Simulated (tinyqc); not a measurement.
# Gate work function from the charge

Inverse problem. For an undoped double gate, Q = 8 eps0 eps_r Vt beta tan(beta)/ts with 0 < beta < pi/2, and at the source (Vg - dphi)/(2 Vt) - ln[(2/ts) sqrt(2 eps0 eps_r Vt/(q ni))] = ln(beta) - ln(cos beta) + 2 r beta tan(beta), r = eps_r tox/(eox ts). Find beta and dphi.

Inputs (values chosen for the exercise); material values close to those of silicon:
```
symbol,value,unit,meaning
T,400,K,temperature
eps_r,11.7,,relative permittivity of the semiconductor
eox,7.55,,relative permittivity of the gate insulator
tox,3.7,nm,insulator thickness
ts,25,nm,body thickness
Vg,0.18,V,gate voltage
```

Constants: q = 1.602176634e-19 C, kB = 1.380649e-23 J/K, Vt = kB T/q, eps0 = 8.8541878128e-14 F/cm where lengths are in cm. Results are converted to the units shown.

Qs = 4.0446497 nC/cm^2
ni = 3.1671233e12 cm^-3

Solution. beta tan(beta) rises from 0 without bound on the interval, so the charge fixes beta; the second relation is then explicit in dphi.

beta = 0.1870
dphi = -0.1000 V

tinyqc, about 0.01 s, one thread, Intel Xeon 2.30GHz (shared host): `OMP_NUM_THREADS=1 python tinyqc.py 2440024 2440025 out.jsonl`
